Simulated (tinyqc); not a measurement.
Trap density from the barrier height.

Question. In a partly depleted grain with all boundary traps filled, 2 N W = Qt and VB = q N W^2/(2 eps0 eps_r). Find Qt, W and the doping at which VB would equal Vt.

Inputs (values chosen for the exercise):
- T = 350 K (temperature)
- eps_r = 11.7 (relative permittivity)

Constants: q = 1.602176634e-19 C, kB = 1.380649e-23 J/K, Vt = kB T/q, eps0 = 8.8541878128e-14 F/cm where lengths are in cm. Results are converted to the units shown.

doping = 1.1e18 cm^-3
barrier height = 0.17996709 V

Answer. Eliminating W gives VB = q Qt^2/(8 eps0 eps_r N), which falls as 1/N.

Qt = 3.20e12 cm^-2
W = 14.5 nm
doping for VB = Vt = 6.56e18 cm^-3

Computed by the program tinyqc: `OMP_NUM_THREADS=1 python tinyqc.py 2830301 2830302 out.jsonl`, one thread of a shared Intel Xeon 2.30GHz, about 0.01 s for the whole run.
